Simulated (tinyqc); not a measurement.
Raising the field: quantum-confined Stark effect in a modulator well.

Envelopes on cells of 0.5 angstrom over the well |z| < L/2 and 45 angstrom of barrier on each side, psi = 0 beyond, psi'/m continuous (mean mass between points), c = hbar^2/2m0. The electron sees + e F z and the hole - e F z, each with its offset in the barriers; 1 kV/cm = 1e-5 eV/angstrom. Light holes, band mixing and escape by tunnelling are left out.

Exciton: in-plane function exp(-rho/lam), 1/mu = 1/me + 1/mp, E(lam) = c/(mu lam^2) - (q/eps) times the integral over k of Fm(k)(1 + (k lam/2)^2)^(-3/2), Fm(k) the double integral of psi_e^2 psi_h^2 exp(-k |z - z'|), q = e^2/(4 pi eps0); binding Eb = -E at the minimum. Line at Eg + E_e + E_h - Eb, strength proportional to overlap^2/lam^2.

Constants: hbar^2/2m0 = 3.80998211 eV angstrom^2; e^2/(4 pi eps0) = 14.39964547 eV angstrom; hc = 1239.841984 eV nm.

Parameters, chosen for this exercise (near those of a GaAs well in AlGaAs; shifted at random, so the results belong to these values and not to a real crystal): L = 102 angstrom (well width); Vc = 0.269 eV (conduction offset); Vv = 0.131 eV (heavy-hole offset); me = 0.0652 m0 (electron, well); meb = 0.0891 m0 (electron, barrier); mh = 0.35 m0 (heavy hole along z, well); mhb = 0.4 m0 (heavy hole, barrier); Eg = 1.398 eV (gap of the well); mp = 0.158 m0 (heavy hole in the plane); eps = 12.4 (dielectric constant); Fs = (0, 17, 35, 52, 72, 93, 116) kV/cm (fields).

All quantities anew; shifts from zero field.

Results:
```
F (kV/cm),dE_e (meV),dE_h (meV),Eb (meV),line shift (meV),overlap^2,relative strength
0,0.00,0.00,8.71,0.00,0.989,1.000
17,-0.20,-0.64,8.60,-0.73,0.945,0.938
35,-0.83,-2.61,8.31,-3.05,0.830,0.780
52,-1.83,-5.44,7.98,-6.55,0.698,0.614
72,-3.48,-9.68,7.58,-12.04,0.551,0.446
93,-5.75,-14.90,7.20,-19.15,0.422,0.314
116,-8.81,-21.32,6.85,-28.27,0.311,0.212
```

The line shift grows with exponent 1.97 in F at low field and 1.76 at the end, as the carriers come up against opposite walls and the dipole begins to saturate. The hole gives 77 % of the level shift in the second row and 71 % in the last. The largest shift is 3.2 times the zero-field binding, yet 79 % of the binding survives, since the walls stop the field from pulling the pair apart. Half the strength is gone between 52 and 72 kV/cm.

Computed by tinyqc, a small Python program: `OMP_NUM_THREADS=1 python tinyqc.py 1280829 1280830 out.jsonl` (the numbers bound the seed that draws the inputs); one thread of a shared host (Intel(R) Xeon(R) Processor @ 2.30GHz), about 0.2 s for the whole set of steps.
